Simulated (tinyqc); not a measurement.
## Scale length and length offset from two DIBL values

Question. DIBL = exp(-Le/(2 l)) + 2 exp(-Le/l) with Le = L - dL. Find l, dL and the drawn length for a DIBL of 100 mV/V.

DIBL at drawn lengths 31 and 48 nm (mV/V): 117.23626  26.121931

Answer. With e = exp(-Le/(2 l)), 2 e^2 + e = DIBL gives e and so Le/l at each length; Le/l is a straight line in L with slope 1/l.

l = 6.200 nm
dL = 2.200 nm
length for 100 mV/V = 32.71 nm

Computed by the program tinyqc: `OMP_NUM_THREADS=1 python tinyqc.py 2002196 2002197 out.jsonl`, one thread of a shared Intel Xeon 2.30GHz, about 0.01 s for the whole run.
